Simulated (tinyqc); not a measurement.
Bloch-Grueneisen resistivity of a metal: one step, computed by the program tinyqc.

Electrons scatter from a Debye spectrum of phonons (n = 5 for scattering within one band, n = 3 for scattering into a second, heavy band) and from static defects.

Problem. The integral and the phonon part. J_n(y) = int_0^y x^n e^x/(e^x - 1)^2 dx, by 96 Gauss-Legendre points (upper limit at most 60). rho_ph = (n - 1) rho_1 (T/Theta)^n J_n(Theta/T), with rho_1 = 2 pi lambda_tr k_B Theta/(hbar eps_0 w_p^2), the high-temperature line at T = Theta.

Inputs (values chosen for the exercise, modelled on copper): exponent n = 5; Debye temperature Theta = 332 K; temperature T = 20 K.

Addition: none.

rho_1 = 2.052464 microohm cm

Give: Theta/T; J_n; phonon resistivity rho_ph.

Solution.

Theta/T = 16.6

J_n = 124.32

phonon resistivity rho_ph = 8.0974e-04 microohm cm

This is 0.655 % of the straight line rho_1 T/Theta.
